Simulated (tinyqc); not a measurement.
G0W0 on RHF in the sto-6g basis, for H2, spin multiplicity 1, step by step. One step of it, computed by the program tinyqc.

Task: Screening: direct RPA. With D = e_a - e_i and K = (ia|jb): diagonalise D^(1/2) (D + 4K) D^(1/2) = Z w^2 Z^T; X + Y = D^(1/2) Z w^(-1/2), each column of Z with its largest component positive (the first on a tie); E_c = (sum w - tr (D + 2K)) / 2.

orbital energies (hartree): MO1 -0.460068, MO2 0.395092

Two-electron integrals over orbitals (pq|rs), unique and non-zero (hartree):
```
(11|11) 0.610625   (21|21) 0.203027   (22|11) 0.608745   (22|22) 0.638977
```

Give: D^(1/2) (D + 4K) D^(1/2); excitation energies w; X + Y; RPA correlation energy.

Result:

D^(1/2) (D + 4K) D^(1/2) (hartree^2):
```
        1>2
1>2  1.4258
```

excitation energies w (hartree): 1.1941

X + Y:
```
          1
1>2  0.8463
```

RPA correlation energy = -0.033577 hartree
